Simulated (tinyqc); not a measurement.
Inside a calculation. Method: plane-wave Kohn-Sham cycle with exchange-only LDA in a layered model solid. One step of it, computed by the program tinyqc.

Task: Iteration 2: levels at that k. Diagonalise the Hermitian matrix.

H (hartree):
```
           -3         -2         -1         +0         +1         +2         +3
-3   0.885776  -0.184488   0.016843  -0.001353   0.000804   0.000604   0.000031
-2  -0.184488   0.258515  -0.184488   0.016843  -0.001353   0.000804   0.000604
-1   0.016843  -0.184488  -0.089963  -0.184488   0.016843  -0.001353   0.000804
+0  -0.001353   0.016843  -0.184488  -0.159659  -0.184488   0.016843  -0.001353
+1   0.000804  -0.001353   0.016843  -0.184488   0.049428  -0.184488   0.016843
+2   0.000604   0.000804  -0.001353   0.016843  -0.184488   0.537298  -0.184488
+3   0.000031   0.000604   0.000804  -0.001353   0.016843  -0.184488   1.303950
```

Give: eigenvalues.

Result:

eigenvalues (hartree): -0.3743  -0.1182  0.1111  0.3115  0.5659  0.9406  1.3488
